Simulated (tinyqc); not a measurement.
Lattice against boundary over temperature: grain-boundary diffusion: Harrison regimes, Fisher and Le Claire analysis, Hart average. Computed by tinyqc, a small Python program. Command: `OMP_NUM_THREADS=1 python tinyqc.py 3018437 3018438 out.jsonl gbdiff walk`. One thread of a shared host (Intel(R) Xeon(R) Processor @ 2.30GHz), about 0.01 s of CPU time with the checks.

A boundary is a slab of width delta with diffusivity D_b, normal to a surface held at constant concentration; it leaks into grains of diffusivity D.

Inputs (values chosen for the exercise, for a model polycrystal):
```
quantity                          value   unit
melting point T_m                  2600      K
lattice prefactor D0            4.2e-05  m^2/s
lattice activation energy E        4.19     eV
boundary prefactor D0b          4.6e-05  m^2/s
boundary activation energy E_b     2.16     eV
boundary width delta               0.86     nm
segregation factor s                  1      -
grain size d                      0.094     um
temperature T                      1900      K
time t                           970000      s
```

Constants: k_B = 8.617333262e-05 eV/K.

Method:
- D = D0 exp(-E/(k_B T)), D_b = D0b exp(-E_b/(k_B T)).
- Triple product P = s delta D_b.
- Hart average for parallel slabs: f = delta/d, D_eff = (s f D_b + (1 - f) D)/(1 - f + s f); share of the boundaries = s f D_b/(s f D_b + (1 - f) D); depth sqrt(D_eff t).
- l = sqrt(D t); P = s delta D_b; alpha = s delta/(2 l); beta = P/(2 D l). Regime A if l > 3 d, C if alpha > 1, B if alpha < 0.1, l < d/4 and beta > 10, otherwise a transition.
- D_eff = (s f D_b + (1 - f) D)/(1 - f + s f), f = delta/d; share of the boundaries = s f D_b/(s f D_b + (1 - f) D).

boundary fraction f = 0.00914894

Diffusivities (m^2/s):
```
T/T_m  T (K)           D         D_b       D_eff    share      regime
0.3      780  3.5530e-32  5.0869e-19  4.6539e-21  1.00000           C
0.4     1040  2.0833e-25  1.5687e-15  1.4351e-17  1.00000  transition
0.5     1300  2.3969e-21  1.9452e-13  1.7797e-15  1.00000  transition
0.6     1560  1.2216e-18  4.8373e-12  4.4257e-14  0.99997           A
0.7     1820  1.0488e-16  4.8027e-11  4.3950e-13  0.99976           A
0.8     2080  2.9580e-15  2.6862e-10  2.4605e-12  0.99881           A
0.9     2340  3.9722e-14  1.0248e-09  9.4155e-12  0.99582           A
1.0     2600  3.1729e-13  2.9913e-09  2.7682e-11  0.98864           A
```

What follows from these numbers?

The apparent activation energy of D_eff is 2.16 eV between the first rows and 2.17 eV between the last, against E_b = 2.16 and E = 4.19 eV. The boundaries carry most of the flux up to the melting point. Caution: outside regime A, D_eff and the share of the boundaries hold only at steady state.
